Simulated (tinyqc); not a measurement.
Trading HF for NH4F at fixed fluoride: speciation in dilute and buffered hydrofluoric acid, oxide etch rate and bath loading. Computed by tinyqc, a small Python program. Command: `OMP_NUM_THREADS=1 python tinyqc.py 3121340 3121341 out.jsonl hfetch walk`. One thread of a shared host (Intel(R) Xeon(R) Processor @ 2.30GHz), about 0.01 s of CPU time with the checks.

Concentrations stand for activities, NH4+ and Cl- are spectators, and water ionisation is neglected. H, F and HF2 denote the ions H+, F- and HF2-. The base temperature is 298 K.

Inputs (values chosen for the exercise, of the order of those for thermal oxide at room temperature): HF added = 0.033 mol/L; NH4F added = 0 mol/L; K1 = [H][F]/[HF] = 0.000739 mol/L; K2 = [HF2]/([HF][F]) = 4.38 L/mol; K3 = [H2F2]/[HF]^2 = 2.8 L/mol; rate constant of neutral HF k_a = 10 nm L/(min mol); rate constant of HF2 k_b = 61 nm L/(min mol).

Method:
- Fluoride balance: [HF] + [F] + 2 [HF2] + 2 [H2F2] = HF added + NH4F added. Acid balance: [H] + [HF] + [HF2] + 2 [H2F2] = HF added + HCl added. For a trial [H], [HF] = [H][F]/K1, and the fluoride balance is a quadratic in [F].
- Rate = k_a ([HF] + 2 [H2F2]) + k_b [HF2], an empirical two-term form.
- Total fluoride is held at HF + NH4F added, without HCl; x is the share added as HF.

Against x:
```
x         pH  [F] (mol/L)  [HF] (mol/L)  [HF2] (mol/L)  rate (nm/min)
0.05  4.4754     0.031191      0.001412     1.9296e-04        0.02601
0.15  3.9472     0.027651      0.004225     5.1174e-04        0.07447
0.30  3.5601     0.022546      0.008400     8.2951e-04        0.13855
0.40  3.3698     0.019286      0.011138     9.4083e-04        0.17571
0.50  3.1991     0.016154      0.013820     9.7787e-04        0.20855
0.60  3.0357     0.013174      0.016421     9.4752e-04        0.23711
0.75  2.7872     0.009084      0.020065     7.9834e-04        0.27189
0.90  2.5240     0.005713      0.023132     5.7887e-04        0.29660
1.00  2.3474     0.004056      0.024662     4.3809e-04        0.30741
```

[HF2] is largest at x = 0.5 and the rate at x = 1 among these rows; HF2 needs both HF and F.

Extremes, crossings and ranges named in words are read from the listed rows.
